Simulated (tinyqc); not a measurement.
Fully depleted semiconductor-on-insulator film with two gates, non-linear Poisson equation by Newton steps: charge against front-gate voltage.

One dimension across the film, front interface at x = 0, back interface at x = ts. psi is counted from the intrinsic level, n = ni exp(psi/Vt) (source grounded), holes neglected, acceptors ionised. Gates act through Cox = eps0 eox/tox and Cbox = 3.9 eps0/tb with potentials G1 = Vg - (phiM - chi - Vt ln(Nc/ni)) and G2 = Vb - (phiB - chi - Vt ln(Nc/ni)). Classical Boltzmann densities, no interface charge, no depletion in the back plane.

ni = sqrt(Nc Nv) exp(-Eg/(2 Vt)), Eg in volts. The Poisson equation eps0 eps_r d2psi/dx2 = q (n + Na), with -eps0 eps_r dpsi/dx = Cox (G1 - psi) at x = 0 and eps0 eps_r dpsi/dx = Cbox (G2 - psi) at x = ts, is solved on 300 equal intervals with half boxes at both ends; N_inv is the trapezoid sum of n. Swing = ln 10/(d ln N_inv/dVg); the last column is (dN_inv/dVb)/(dN_inv/dVg).

Inputs (values chosen for the exercise); band and dielectric values close to those of silicon: temperature T = 300 K; band gap Eg = 1.14 eV; relative permittivity eps_r = 11.8; conduction-band density of states at T Nc = 2.81e19 cm^-3; valence-band density of states at T Nv = 2.67e19 cm^-3; electron affinity chi = 3.97 eV; relative permittivity of the gate insulator (close to zirconium oxide) eox = 24.8; insulator thickness tox = 7.2 nm; film thickness ts = 9.2 nm; buried-oxide thickness (eps_r 3.9) tb = 79 nm; acceptor density of the film Na = 1e15 cm^-3; work function of the front gate phiM = 4.39 eV; work function of the back plane phiB = 4.02 eV; back-gate voltage Vb = 0 V.

Constants: q = 1.602176634e-19 C, kB = 1.380649e-23 J/K, Vt = kB T/q, eps0 = 8.8541878128e-14 F/cm where lengths are in cm. Results are converted to the units shown.

Results:
```
Vg (V),psi front (V),psi back (V),N_inv (cm^-2),centroid/ts,swing (mV/decade),q dN_inv/dVg over Cox,back/front leverage
-0.12,0.0373,0.0551,4.08e4,0.557,61.6,8.01e-8,0.0352
0.03,0.185,0.198,1.11e7,0.540,61.6,2.18e-5,0.0345
0.18,0.333,0.340,3.00e9,0.522,62.2,0.00583,0.0338
0.33,0.466,0.450,2.96e11,0.447,121,0.296,0.0289
0.63,0.582,0.480,3.79e12,0.193,576,0.796,0.0174
0.78,0.607,0.482,6.18e12,0.145,865,0.863,0.0162
0.93,0.624,0.482,8.70e12,0.117,1.17e3,0.899,0.0156
1.08,0.638,0.483,1.13e13,0.0981,1.48e3,0.920,0.0153
```

Estimate the missing row, Vg = 0.48 V.

Computed row:
```
Vg (V),psi front (V),psi back (V),N_inv (cm^-2),centroid/ts,swing (mV/decade),q dN_inv/dVg over Cox,back/front leverage
0.48,0.542,0.475,1.70e12,0.285,319,0.646,0.0204
```

With this row back in the table: N_inv passes 1e11 cm^-2 at Vg = 0.283 V. The swing starts at 61.6 mV a decade, against (1 + k) Vt ln 10 = 60.3 for a front channel with k = Cs Cbox/(Cox (Cs + Cbox)) = 0.0138, Cs = eps0 eps_r/ts; above threshold this column is no longer a subthreshold swing. The centroid falls from 0.557 to 0.0981 of ts and the leverage of the back gate falls from 0.0352 to 0.0153. For Vg = 0.48, 0.63, 0.78, 0.93, 1.08 the density at an interface exceeds 0.3 Nc, where Boltzmann statistics fail. For Vg = 0.48, 0.63, 0.78, 0.93, 1.08 the classical centroid lies within 3 nm of an interface, where confinement, left out, would push it away.

tinyqc, about 0.4 s, one thread, Intel Xeon 2.30GHz (shared host): `OMP_NUM_THREADS=1 python tinyqc.py 2190075 2190076 out.jsonl`
